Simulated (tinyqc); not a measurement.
## Bandgap voltage reference from two bipolar transistors: effect of the offset of the amplifier

Two transistors of area 1 and N carry the same current I. Is(T) = Is (T/T0)^eta exp[(Vg0 q/kB)(1/T0 - 1/T)], VBE1 = Vt ln(I/Is(T)) + I rb, VBE2 = Vt ln(I/(N Is(T))) + I rb/N. The amplifier forces I R1(T) = VBE1 - VBE2 + Vos, with R(T) = R (1 + tc (T - T0)) for both resistors, and the output is Vref = VBE1 + I R2(T). Base currents and the Early effect are neglected.

Vt = kB T/q; I = (Vt ln N + Vos)/(R1(T) - rb (1 - 1/N)). Box coefficient: span of Vref between 233 and 398 K over its average over T and over 165 K. The last column is the R2 that gives zero slope at T0.

Parameters, values chosen for the exercise; values of the order met in silicon bipolar transistors: reference temperature T0 = 300 K; band-gap voltage extrapolated to 0 K Vg0 = 1.142 V; temperature exponent of the saturation current eta = 4.1; saturation current of the unit transistor at T0 Is = 1.7e-17 A; area ratio of the second transistor N = 8; resistor across which the difference of VBE falls, at T0 R1 = 19 kohm; temperature coefficient of both resistors tc = 0 ppm/K; series resistance of the unit transistor rb = 27 ohm; output resistor at T0 R2 = 189.7 kohm.

Constants: q = 1.602176634e-19 C, kB = 1.380649e-23 J/K. Results are converted to the units shown.

Result of one run:
```
Vos (mV),I at T0 (uA),Vref at T0 (V),slope at T0 (uV/K),box coefficient (ppm/K),R2 for zero slope (kohm)
-5,2.569,1.153,-55.16,57.30,195.5
```

What becomes of these results when the offset of the amplifier Vos is changed from -5 to 1 mV, all else the same?

Result of the changed run:
```
Vos (mV),I at T0 (uA),Vref at T0 (V),slope at T0 (uV/K),box coefficient (ppm/K),R2 for zero slope (kohm)
1,2.886,1.216,-55.57,54.62,195.6
```

The whole series:
```
Vos (mV),I at T0 (uA),Vref at T0 (V),slope at T0 (uV/K),box coefficient (ppm/K),R2 for zero slope (kohm)
-5,2.569,1.153,-55.16,57.30,195.5
-3,2.675,1.174,-55.44,56.47,195.6
-1,2.780,1.195,-55.57,55.57,195.6
0,2.833,1.205,-55.59,55.10,195.6
1,2.886,1.216,-55.57,54.62,195.6
3,2.991,1.237,-55.46,53.61,195.6
5,3.096,1.258,-55.25,52.58,195.6
```

As Vos goes from -5 to 5, Vref rises from 1.153 to 1.258 V and the box coefficient falls from 57.3 to 52.6 ppm/K. Each mV of offset moves Vref by 10.5 mV, about R2/R1 = 9.98 plus the change of VBE1 with the current.

Program tinyqc, `OMP_NUM_THREADS=1 python tinyqc.py 2062179 2062180 out.jsonl`; Intel Xeon 2.30GHz, shared host, one thread, about 0.02 s.
